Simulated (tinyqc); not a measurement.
What moves the results: Penn model of the dielectric constant and Phillips ionicity. A value that a table varies takes the place of the one given here.

n = 32/a^3; Ep^2 = 8 pi c e2 n with c = hbar^2/2m0, e2 = e^2/(4 pi eps0); EF = c (3 pi^2 n)^(2/3); eps = 1 + (Ep/Eg)^2 S with S = 1 - Eg/(4 EF) + (Eg/(4 EF))^2/3, Eg the Penn gap. Core d shells are left out.

Phillips: bond length d = sqrt(3) a/4; homopolar gap Eh = 39.74 d^(-2.48) eV (d in angstrom); Eg^2 = Eh^2 + C^2; ionicity fi = C^2/Eg^2.

Constants: hbar^2/2m0 = 3.80998211 eV angstrom^2; e^2/(4 pi eps0) = 14.39964547 eV angstrom.

Values chosen for the exercise (out of a larger set: near those of Si; not measured data):
```
symbol  value  unit      meaning
a       5.45   angstrom  cubic lattice constant, 32 valence electrons a cell
C0      0      eV        ionic gap, held fixed
ei      11.89            high-frequency dielectric constant
```

## Dielectric constant under pressure

The lattice constant is scaled by the factor listed; C = C0.

Results:
```
factor  Eh (eV)  Eg (eV)  Ep (eV)     eps     fi
0.94      5.509    5.509   18.115  10.784  0.000
0.96      5.229    5.229   17.552  11.206  0.000
0.98      4.968    4.968   17.018  11.638  0.000
0.99      4.845    4.845   16.760  11.857  0.000
1.00      4.725    4.725   16.510  12.078  0.000
1.01      4.610    4.610   16.265  12.302  0.000
1.02      4.499    4.499   16.026  12.527  0.000
1.04      4.287    4.287   15.566  12.985  0.000
```

How do the results move?

d ln eps/d ln a = +1.84 around factor 1: eps falls under compression. Ep^2 goes as a^-3 and Eh^2 as a^-4.96; with C fixed Eg^2 goes as a^-4.96 at fi = 0.000, and leaving S aside the two powers balance at fi = 0.395. The slope is a difference of two powers and the model omits d shells and any change of C, so it is no prediction for a real crystal; eps from C0 (row 1.00) need not match a measured ei.

## What moves the Penn gap and the ionicity

Eg from ei; fi = 1 - (Eh/Eg)^2, printed even where negative. Each row changes one parameter from the base and keeps the others.

Results:
```
case                Ep (eV)  Eg (eV)  Eh (eV)     fi
base                 16.510    4.764    4.725  0.016
a = 5.559 angstrom   16.026    4.623    4.499  0.053
ei = 10.7            16.510    5.034    4.725  0.119
```

What does this show?

The largest shifts from the base row, up to three for each result and ties (the steps differ in size, so this ranks the rows, not the parameters). Ep (eV): a -0.483; unchanged at the printed digits by ei. Eg (eV): ei +0.270, a -0.142. Eh (eV): a -0.226; unchanged at the printed digits by ei. fi: ei +0.103, a +0.037. For an elemental crystal fi should vanish; the values measure the misfit of the rule for Eh.

(tinyqc, `OMP_NUM_THREADS=1 python tinyqc.py 1682364 1682365 out.jsonl`, Intel(R) Xeon(R) Processor @ 2.30GHz, 1 thread, shared host, about 0.01 s.)
